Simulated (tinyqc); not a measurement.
From results back to parameters: carbon nanotube by zone folding. Four cases, with inputs chosen for the exercise.

Problem. d = sqrt3 acc sqrt(n^2 + nm + m^2)/pi and tan(theta) = sqrt3 m/(2n + m). Diameter and chiral angle below belong to a hidden tube.

Find: n, m; type in zone folding.

Method. With L = pi d/a, a = sqrt3 acc, the components of C are n + m/2 = L cos(theta) and sqrt3 m/2 = L sin(theta). The tube is metallic where n - m is a multiple of three.

Case 1.

Values chosen (out of a larger set: near those used for carbon; not measured data): acc = 1.42 angstrom (bond length).

d = 23.105 angstrom
theta = 26.11 degrees

Solution.

n, m: 19  15

type in zone folding: semiconducting

Case 2.

Values chosen (out of a larger set: near those used for carbon; not measured data): acc = 1.42 angstrom (bond length).

d = 22.377 angstrom
theta = 29.00 degrees

Solution.

n, m: 17  16

type in zone folding: semiconducting

Case 3.

Values chosen (out of a larger set: near those used for carbon; not measured data): acc = 1.44 angstrom (bond length).

d = 18.312 angstrom
theta = 17.48 degrees

Solution.

n, m: 18  8

type in zone folding: semiconducting

Case 4.

Values chosen (out of a larger set: near those used for carbon; not measured data): acc = 1.44 angstrom (bond length).

d = 4.763 angstrom
theta = 0.00 degrees

Solution.

n, m: 6  0

type in zone folding: metallic

Computed by tinyqc, one run a case: `OMP_NUM_THREADS=1 python tinyqc.py N N+1 out.jsonl` with N = 1481585, 1481622, 1481705, 1481745; one thread of a shared Intel(R) Xeon(R) Processor @ 2.30GHz, about 0.06 s a run at most.
